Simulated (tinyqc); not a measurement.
Worked calculation: free-carrier optics of a doped semiconductor (Drude model with one polar phonon). Values are carried at full precision from step to step, so a last printed digit may differ when a step is redone from the rounded ones.

eps(E) = ei [1 - Ep^2/(E^2 + i E Gam)] + (es - ei) wT^2/(wT^2 - E^2 - i E gT), with Ep^2 = 8 pi c (e^2/(4 pi eps0)) N/(m ei), c = hbar^2/2m0, N in 1/angstrom^3 (1e-24 per 1/cm^3); Gam = hbar/tau, tau = mu m m0/e with m0/e = 5.685630e-12 kg/C and mu in m^2/(V s). Energies in meV.

Constants: hbar^2/2m0 = 3.80998211 eV angstrom^2; e^2/(4 pi eps0) = 14.39964547 eV angstrom; hbar = 6.58211957e-16 eV s; hbar c = 1973.269805 eV angstrom.

Parameters, chosen for this exercise (mass and dielectric values near those of InAs; N and mu are free inputs; interband absorption and the rise of the mass with filling are left out; the results hold for these values, not for the real material):

| symbol | value | unit | meaning |
|---|---|---|---|
| N | 2.9e+17 | 1/cm^3 | carrier density |
| m | 0.0274 | m0 | conductivity mass |
| mu | 30000 | cm^2/(V s) | mobility |
| ei | 12.05 |  | high-frequency dielectric constant |
| wT | 27.4 | meV | TO phonon |
| es | 14.68 |  | static dielectric constant |
| gT | 0.4 | meV | phonon damping |
| E | 33.6 | meV | photon energy |

## Plasma energy and damping

Evaluate Ep, tau, Gam, the plasma wavelength hc/Ep (hc = 1239.841984 eV nm) and the dc resistivity 1/(e N mu), e = 1.602176634e-19 C.

Ep = 34.801 meV
tau = 467.36 fs
Gam = 1.408 meV
plasma wavelength = 35.63 micrometre
rho = 0.000717 ohm cm

Ep/Gam = 24.71: the plasma edge is sharp.

## Dielectric function at one energy

Insert the numbers.

free-carrier term = -12.9039+0.5409i
eps = -6.0681+0.7262i

## Optical constants

n + i k = sqrt(eps1 + i eps2) with k >= 0; R = ((n - 1)^2 + k^2)/((n + 1)^2 + k^2) at normal incidence from vacuum; alpha = 2 E k/(hbar c), times 1e8 for 1/cm; loss function Im(-1/eps) = eps2/(eps1^2 + eps2^2).

Convert eps at the photon energy E (in meV) into the optical constants.

n = 0.1471
k = 2.4677
R = 0.9205
alpha = 8.40e+03 1/cm

Light of this energy penetrates 1/alpha = 1.19 micrometre.

## Coupled plasmon-phonon modes

Without damping eps = 0 gives E^4 - (wL^2 + Ep^2) E^2 + Ep^2 wT^2 = 0 with wL = wT sqrt(es/ei) (Lyddane-Sachs-Teller).

wL = 30.24 meV

L-, L+ (meV): 24.36  39.15

L+ lies 4.34 meV above the larger of wL and Ep; L- lies below wT by 3.04 meV.

## Checks

- Integral of E eps2 of the free-carrier term against (pi/2) ei Ep^2 (meV^2): both 22924.

Program tinyqc; command `OMP_NUM_THREADS=1 python tinyqc.py 1682445 1682446 out.jsonl`; about 0.01 s on one thread of a shared Intel(R) Xeon(R) Processor @ 2.30GHz.
